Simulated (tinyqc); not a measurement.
Thermal boundary conductance by the acoustic and diffuse mismatch models. Changing the density rho_2. Computed by tinyqc, a small Python program. Command: `OMP_NUM_THREADS=1 python tinyqc.py 3020606 3020607 out.jsonl kapitza sweep`. One thread of a shared host (Intel(R) Xeon(R) Processor @ 2.30GHz), about 0.01 s of CPU time with the checks.

Each side has one longitudinal and two transverse Debye branches, omega = v q up to q_D = (6 pi^2 n)^(1/3), with n counting all atoms. Scattering at the interface is elastic. Electrons are left out of G, also for metals. Melting is ignored. G refers to the temperatures of the phonons sent towards the interface. Linear branches over all atoms overstate G at high T, most for crystals with several atoms a cell.

Inputs (values chosen for the exercise, modelled on gallium nitride (side 1) and magnesium oxide (side 2)):
```
quantity                    value     unit
density rho_1                6.22   g/cm^3
longitudinal velocity vL_1   7960      m/s
transverse velocity vT_1     4100      m/s
atom density n_1             85.8   1/nm^3
longitudinal velocity vL_2   9570      m/s
transverse velocity vT_2     6160      m/s
atom density n_2              104   1/nm^3
conductivity kappa_2         55.3  W/(m K)
temperature T                  20        K
```

Structure: superlattice.

Constants: hbar = 1.054571817e-34 J s; k_B = 1.380649e-23 J/K.

Method:
- omega_c = v q_D for each branch, given as hbar omega_c/k_B; impedance Z = rho v.
- No mode conversion. t(theta) = 4 Z_1 Z_2 cos(theta_1) cos(theta_2)/N^2, with N = Z_2 cos(theta_1) + Z_1 cos(theta_2) for L (the form for pressure waves) and N = Z_1 cos(theta_1) + Z_2 cos(theta_2) for both T branches (the form for shear waves polarised along the interface); sin(theta_2) = (v_2/v_1) sin(theta_1), and t = 0 beyond the critical angle arcsin(v_1/v_2); the mean over the incoming flux is alpha = 2 int t sin(theta_1) cos(theta_1) d theta_1 (64 Gauss-Legendre points).
- G = (k_B^4 T^3/(8 pi^2 hbar^3)) int W(x) x^4 e^x/(e^x - 1)^2 dx, x = hbar omega/(k_B T). Acoustic mismatch: W = sum over the three branches of alpha(1 to 2)/v_1^2, each up to the lower of its two cut-offs. Diffuse mismatch: W = S_1 S_2/(S_1 + S_2), where S_i sums 1/v^2 over the branches of side i still below their cut-off. Radiation limit: W = min(S_1, S_2). The integral is split at the four cut-offs (64 Gauss-Legendre points a piece, x at most 45).
- Boundary resistance R = 1/G and Kapitza length kappa_2/G use the diffuse value.

One run for each value; columns: (1) density rho_2 (g/cm^3); (2) G, acoustic mismatch (MW/(m^2 K)); (3) G, diffuse mismatch (MW/(m^2 K)); (4) G, radiation limit (MW/(m^2 K)):
```
(1)     (2)    (3)    (4)
0.5   1.637  3.524  5.188
0.8   2.342  3.524  5.188
1.3   3.212  3.524  5.188
2.1   4.084  3.524  5.188
3.3   4.721  3.524  5.188
5.3   4.993  3.524  5.188
8.5   4.771  3.524  5.188
14.0  4.100  3.524  5.188
22.0  3.303  3.524  5.188
```

What does the table show, and why?

Over the rows, G, acoustic mismatch (MW/(m^2 K)) goes from 1.64 through a maximum among these rows, 4.99 at 5.30, to 3.30; G, diffuse mismatch (MW/(m^2 K)) does not change; G, radiation limit (MW/(m^2 K)) does not change. The exponent of G, diffuse mismatch stays at 0: the diffuse model does not use the densities. The longitudinal impedances match at rho_2 = 5.17 and the transverse ones at 4.14 g/cm^3; the acoustic model is largest among these rows at 5.30, while the other two do not use the densities.

Caution (all rows): kappa_2 is of room-temperature size, so the Kapitza length is only nominal at this T.

Extremes, crossings and ranges named in words are read from the listed rows.
